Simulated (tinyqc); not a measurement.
Contact resistivity and sheet resistance from two contact lengths.

Inverse problem. Rc = [sqrt(rc Rsh)/Wc] coth(Lc/(2 LT)), LT = sqrt(rc/Rsh), Wc = 48 nm; the second contact is twice as long as the first. Find LT, rc and Rsh.

Rc for Lc = 10 and 20 nm (ohm): 388.872852  202.651051

Solution. With t = tanh(Lc/(2 LT)) for the shorter contact, the resistance of the longer over that of the shorter is (1 + t^2)/2. Then sqrt(rc Rsh) = Rc t Wc, and rc and Rsh follow by multiplying and dividing by LT.

LT = 24.0 nm
rc = 9.20e-10 ohm cm^2
Rsh = 160 ohm

Computed by the program tinyqc: `OMP_NUM_THREADS=1 python tinyqc.py 2170049 2170050 out.jsonl`, one thread of a shared Intel Xeon 2.30GHz, about 0.03 s for the whole run.
